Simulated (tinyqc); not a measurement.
Inside a calculation. Method: coherent transport through a tight-binding region between two chains. One step of it, computed by the program tinyqc.

Problem. Transmission at E = -0.06 eV. Surface Green function g = (E - i sqrt(4 t^2 - E^2)) / (2 t^2); self-energy tc^2 g on each contact site; G = (E - H - Sigma)^(-1); Gamma = -2 Im Sigma; T = Gamma_L Gamma_R |G_LR|^2; local density of states -Im G_ii / pi.

H of the central region (eV):
```
,1,2,3,4
1,0.000000,-1.890000,0.000000,-1.890000
2,-1.890000,0.390000,-1.890000,0.000000
3,0.000000,-1.890000,0.390000,-1.890000
4,-1.890000,0.000000,-1.890000,0.000000
```

Leads: semi-infinite chains with site energy 0:
```
parameter,value
lead hopping t (eV),1.200000
coupling to the left lead (eV),0.810000
coupling to the right lead (eV),1.480000
left contact site,1
right contact site,2
```

E = -0.060000 eV

Give: g; G; local density of states; transmission.

Solution.

g = -0.0208-0.8331i 1/eV

G (1/eV):
```
,1,2,3,4
1,-0.9109-0.9965i,-0.0057+0.0086i,0.9180+1.0038i,0.2242+0.2304i
2,-0.0057+0.0086i,-0.1310-0.5146i,0.0099+0.0078i,0.1334+0.5164i
3,0.9180+1.0038i,0.0099+0.0078i,-0.9084-1.0117i,0.3029-0.2487i
4,0.2242+0.2304i,0.1334+0.5164i,0.3029-0.2487i,-0.0613-0.5757i
```

local density of states (1/eV): 0.3172  0.1638  0.3220  0.1832

transmission = 4.25e-04
